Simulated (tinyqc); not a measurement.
## Ellipsometry and reflectance of a transparent film on an absorbing substrate: effect of the angle of incidence

Air (index 1), film, substrate with N2 = n2 - i k2; time factor exp(+i w t). q_j = sqrt(N_j^2 - sin^2 th), root with positive real part. Fresnel coefficients r_s = (q_a - q_b)/(q_a + q_b), r_p = (N_b^2 q_a - N_a^2 q_b)/(N_b^2 q_a + N_a^2 q_b). tan(Psi) exp(i Delta) = R_p/R_s, Delta taken from 0 to 360 degrees.

beta = 2 pi d q1/lam, X = exp(-2 i beta), R = (r01 + r12 X)/(1 + r01 r12 X) for p and s. dDelta/dd is the derivative of Delta; period lam/(2 q1).

Values chosen for this exercise; indices close to those of aluminium oxide on silicon:
```
symbol,value,unit,meaning
lam,632.8,nm,wavelength
n1,1.658,,index of the transparent film
d,26,nm,film thickness
n2,3.882,,index of the substrate
k2,0.019,,extinction coefficient of the substrate
```

Result of one run:
```
Psi (degrees)	Delta (degrees)	|R_p|^2	|R_s|^2	dDelta/dd (degrees/nm)	period (nm)
28.11	157.5	0.1450	0.5080	-0.8542	219.5
```

Which angle of incidence th gave this result: 55, 70, 75 or 80 degrees?

th = 55 degrees.

The whole series:
```
th (degrees)	Psi (degrees)	Delta (degrees)	|R_p|^2	|R_s|^2	dDelta/dd (degrees/nm)	period (nm)
50	31.50	163.1	0.1759	0.4683	-0.6493	215.2
55	28.11	157.5	0.1450	0.5080	-0.8542	219.5
60	24.22	149.4	0.1121	0.5539	-1.126	223.8
65	19.96	136.5	0.08005	0.6067	-1.462	227.9
70	16.15	113.7	0.05592	0.6673	-1.630	231.6
75	15.40	76.85	0.05583	0.7362	-0.7762	234.8
80	20.87	40.68	0.1184	0.8142	0.2242	237.2
85	31.62	17.08	0.3418	0.9020	0.2634	238.7
```

Psi goes from 31.5 through a minimum of 15.4 (at th = 75 among the rows listed) to 31.6 degrees and |R_p|^2 goes from 0.176 through a minimum of 0.0558 (at th = 75 among the rows listed) to 0.342. The slope of Delta is largest in size, 1.63 degrees/nm, at th = 70 among the rows. The bare substrate has its smallest |R_p| near arctan(n2) = 75.6 degrees.

Computed by the program tinyqc: `OMP_NUM_THREADS=1 python tinyqc.py 2870110 2870111 out.jsonl`, one thread of a shared Intel Xeon 2.30GHz, about 0.5 s for the whole run.
